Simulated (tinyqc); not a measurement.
# Worked calculation: square on-chip spiral inductor, lumped pi model

tinyqc, about 0.01 s, one thread, Intel Xeon 2.30GHz (shared host): `OMP_NUM_THREADS=1 python tinyqc.py 2302136 2302137 out.jsonl` Printed values are rounded.

Outer diameter do = di + 2 n wd + 2 (n - 1) sp, mean da = (do + di)/2, fill p = (do - di)/(do + di), length l = 4 n da. L = 2.34 mu0 n^2 da/(1 + 2.75 p), mu0 = 4 pi 1e-7 H/m. Rs = rho l/(wd delta (1 - exp(-th/delta))), delta = sqrt(rho/(pi f mu0)). Cs = n wd^2 eps0 eo/hu across the coil. At each end Cox = l wd eps0 eo/(2 ho) leads to the substrate branch Rsi = 2 rs he/(l wd) in parallel with Csi = l wd eps0 11.7/(2 he). With one end grounded Y = 1/(Rs + i w L) + i w Cs + 1/[1/(i w Cox) + 1/(1/Rsi + i w Csi)], w = 2 pi f; Q = -Im Y/Re Y. Eddy currents in neighbouring turns and in the substrate are left out.

Values chosen for this exercise; values of the order met in silicon radio-frequency processes: number of turns n = 6.5; line width wd = 8 um; space between turns sp = 3 um; inner diameter di = 80 um; metal thickness th = 0.9 um; metal resistivity rho = 1.9 uohm cm; oxide below the coil ho = 7 um; oxide between coil and underpass hu = 0.7 um; relative permittivity of the oxide eo = 3.9; substrate resistivity rs = 20 ohm cm; effective spreading depth in the substrate he = 80 um; frequency f = 2.4 GHz.

Constants: eps0 = 8.8541878128e-12 F/m. Results are converted to the units shown.

## Geometry and model elements

do, l, L, delta, Rs, Cs, Cox, Rsi and Csi as defined.

do = 217 um
l = 3861 um
L = 8.13273 nH
delta = 1.41609 um
Rs = 13.7672 ohm
Cs = 20.5215 fF
Cox = 76.1860 fF
Rsi = 1036.00 ohm
Csi = 19.9988 fF

Rs is 1.35 times the direct-current value in this empirical form, which overstates the skin effect of a flat slab when delta is near th and so stands in for some current crowding.

## Admittance, quality factor and apparent inductance

Series branch 1/(Rs + i w L), substrate branch, total Y, Q = -Im Y/Re Y, apparent inductance Im(1/Y)/w, metal-only value w L/Rs, share of the loss in the substrate Re(substrate branch)/Re Y.

series branch = 0.90396-8.05255i mS
substrate branch = 0.419708+0.518183i mS
Y = 1.32367-7.22491i mS
Q = 5.45824
apparent inductance = 8.88052 nH
w L/Rs = 8.90806
share of the loss in the substrate = 31.7079 %

Q is 61.3 % of the metal-only value.
